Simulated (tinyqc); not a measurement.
# From limit d_lim back to film thickness h

Model: grain growth, pinning, strength and diffusional creep of a polycrystal or thin film. Computed by tinyqc, a small Python program. Command: `OMP_NUM_THREADS=1 python tinyqc.py 3016809 3016810 out.jsonl grain inv`. One thread of a shared host (Intel(R) Xeon(R) Processor @ 2.30GHz), about 0.02 s of CPU time with the checks.

One mean grain size d describes the structure.

Inputs (values chosen for the exercise, modelled on nickel): boundary energy gamma = 0.9 J/m^2; mobility prefactor M0 = 2.4e-05 m^4/(J s); activation energy of boundary motion Q_m = 1.37 eV; anneal temperature T = 633 K; particle volume fraction f = 0.0011; particle radius r = 4 nm; surface energy gamma_s = 2.5 J/m^2.

Sample: thin film on a substrate.

Constants: k_B = 8.617333262e-05 eV/K.

Method. M = M0 exp(-Q_m/(k_B T)). The driving pressure is 2 gamma/d. Zener pinning pressure 3 f gamma/(2 r) stops growth at d_Z = 4 r/(3 f). Grooves where boundaries meet the surface have the angle theta = arcsin(gamma/(2 gamma_s)) and are taken to stop growth at d_h = h/(2 theta), a few film thicknesses; the limit is 1/d_lim = 1/d_Z + 1/d_h.

Task: A run gave the result below. Find the film thickness h, known to lie between 87 and 230 nm.

limit d_lim = 424.9563 nm

Result:

Each step takes the trial c = (a f_b - b f_a)/(f_b - f_a), f being the result less the target and a, b, c the logarithms of the listed values; c replaces end b, the old b replaces a if the sign of f changed, and otherwise f_a is halved.

Scan of the range:
```
film thickness h (nm)  limit d_lim (nm)
87                              228.998
102                             266.311
120                             310.300
141                             360.564
166                             418.969
196                             487.080
230                             561.783
```

False position (Illinois rule, in the logarithm of the input) inside the bracket:
```
step    end a    end b    trial  limit d_lim (nm)
1     166.000  196.000  168.442           424.593
2     196.000  168.442  168.590           424.934
3     196.000  168.590  168.608           424.976
4     168.590  168.608  168.600           424.956
5     168.608  168.600  168.600           424.956
```

Limit d_lim rises at every point of a 13-point scan of the range (every second point is shown), so one value fits; it is bracketed by 166 and 196. Answer: film thickness h = 168.6 nm.
